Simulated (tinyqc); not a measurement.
Inside a calculation. Method: Luttinger-Kohn k.p, four valence bands. One step of it, computed by the program tinyqc.

Task: Hole masses. E = c [g1 k^2 -/+ 2 sqrt(g2^2 k^4 + 3 (g3^2 - g2^2)(kx^2 ky^2 + ky^2 kz^2 + kz^2 kx^2))] with c = hbar^2/2m, and m* = hbar^2 k^2 / (2 E).

Luttinger parameters chosen for this model; energies are counted downward from the top of the valence band:
```
parameter     value  unit
g1         4.670000
g2         0.790000
g3         1.670000
```

Give: Masses.

Result:

Masses (electron masses):
```
direction  heavy  light
[100]      0.324  0.160
[110]      0.598  0.130
[111]      0.752  0.125
```
